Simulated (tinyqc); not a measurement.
# From width change per 1 % of dose back to pattern density around the test line

Model: electron-beam lithography: double-Gaussian proximity function, edge placement and dose correction for parallel lines. Computed by tinyqc, a small Python program. Command: `OMP_NUM_THREADS=1 python tinyqc.py 3112548 3112549 out.jsonl proximity inv`. One thread of a shared host (Intel(R) Xeon(R) Processor @ 2.30GHz), about 0.01 s of CPU time with the checks.

Lines are infinitely long. Absorbed energy is counted so that the middle of a very large area written at dose 1 receives 1; the resist develops where it exceeds 1/2.

Inputs (values chosen for the exercise, of the order of those for 100 keV electrons in resist on silicon):

| quantity | value | unit |
|---|---|---|
| forward range alpha | 0.013 | micrometre |
| backscatter ratio eta | 0.52 | - |
| base dose D0 | 61 | microcoulomb/cm^2 |
| width of the test line | 0.033 | micrometre |

Method. A test line of width w << beta in surroundings of density rho, all at dose d: near its edge E(x) = d [S + eta rho]/(1 + eta), S = [erf((b - x)/alpha) - erf((a - x)/alpha)]/2 for edges a and b, the second term being the background energy. Dose to size d_s = (1 + eta)/(erf(w/alpha) + 2 eta rho), dose = d_s D0; edge slope d [1 - exp(-w^2/alpha^2)]/(sqrt(pi) alpha (1 + eta)); width change per 1 % of dose = 2 x 0.01 x (1/2)/slope.

Task: A run gave the result below. Find the pattern density around the test line, known to lie between 0.38 and 0.75.

width change per 1 % of dose = 0.3412377 nm

Result:

Each step takes the trial c = (a f_b - b f_a)/(f_b - f_a), f being the result less the target and a, b, c the logarithms of the listed values; c replaces end b, the old b replaces a if the sign of f changed, and otherwise f_a is halved.

Scan of the range:

| pattern density around the test line | width change per 1 % of dose (nm) |
|---|---|
| 0.380 | 0.321916 |
| 0.426 | 0.332957 |
| 0.477 | 0.345198 |
| 0.534 | 0.358879 |
| 0.598 | 0.374240 |
| 0.670 | 0.391521 |
| 0.750 | 0.410723 |

False position (Illinois rule, in the logarithm of the input) inside the bracket:

| step | end a | end b | trial | width change per 1 % of dose (nm) |
|---|---|---|---|---|
| 1 | 0.426000 | 0.477000 | 0.459865 | 0.341085 |
| 2 | 0.477000 | 0.459865 | 0.460489 | 0.341235 |
| 3 | 0.477000 | 0.460489 | 0.460511 | 0.341240 |
| 4 | 0.460489 | 0.460511 | 0.460500 | 0.341238 |

Width change per 1 % of dose rises at every point of a 13-point scan of the range (every second point is shown), so one value fits; it is bracketed by 0.426 and 0.477. The scan shows a straight line, so linear interpolation between any two rows gives the answer at once. Answer: pattern density around the test line = 0.4605.
